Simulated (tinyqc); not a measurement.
Size of the test strain: deformation potentials from a strained empirical pseudopotential.

Diamond lattice, no spin-orbit coupling. Atomic form factor V(q) = a1 (q^2 - a2)/(a3 exp(a4 q^2) - 1) in rydberg with q in 1/bohr, for the unstrained cell. Under a strain e the reciprocal vectors and k go over into (1 + e)^(-1) G, the atoms sit at +/- tau with tau = (1 + e) a (1,1,1)/8 - zeta a (eyz, ezx, exy)/4, and H(G,G') = c |k + G|^2 delta + (V(q)/det(1 + e)) cos(q.tau), q = G - G', with the term q = 0 left out; c = hbar^2/2m0. The basis is fixed before straining: all G with |k + G|^2 up to 16 (2 pi/a)^2. k is given in units of 2 pi/a of the unstrained cell.

Constants: hbar^2/2m0 = 3.80998211 eV angstrom^2; Ry = 13.60569312 eV; a0 (Bohr radius) = 0.5291772105 angstrom.

Inputs chosen for the exercise (out of a larger set: near those of Si; not measured data):

| symbol | value | unit | meaning |
|---|---|---|---|
| a | 5.441 | angstrom | lattice constant |
| A | (0.534, 2.173, 2.068, 0.482) |  | a1 (Ry bohr^2), a2 (1/bohr^2), a3, a4 (bohr^2) |
| kD | 0.82 | 2 pi/a | position of the Delta minimum |

e = diag(-h/2, -h/2, h). Xu = [E(Delta z) - E(Delta x)]/(1.5 h) at fixed kD, b = [E(Z) - E(X, Y)]/(4.5 h); one-sided from +h alone, central from +h and -h.

Results (eV):

| h | Xu one-sided | Xu central | b one-sided | b central |
|---|---|---|---|---|
| 0.0010 | 8.040 | 8.045 | -3.265 | -3.261 |
| 0.0025 | 8.032 | 8.045 | -3.271 | -3.261 |
| 0.0050 | 8.020 | 8.045 | -3.282 | -3.261 |
| 0.0100 | 7.995 | 8.046 | -3.302 | -3.262 |
| 0.0200 | 7.948 | 8.050 | -3.343 | -3.262 |
| 0.0300 | 7.903 | 8.057 | -3.384 | -3.264 |

What can be read from this table?

From h = 0.001 to 0.03 the one-sided Xu drifts by -0.136 eV and the central one by +0.012 eV; for b the drifts are -0.119 and -0.002 eV. The central difference cancels the term of second order in the strain, so its error goes as h^2. At h = 0.02 the linear law errs by 1.2 % for the valley splitting and 2.5 % for the valence splitting.

(tinyqc, `OMP_NUM_THREADS=1 python tinyqc.py 1880343 1880344 out.jsonl`, Intel(R) Xeon(R) Processor @ 2.30GHz, 1 thread, shared host, about 0.2 s.)
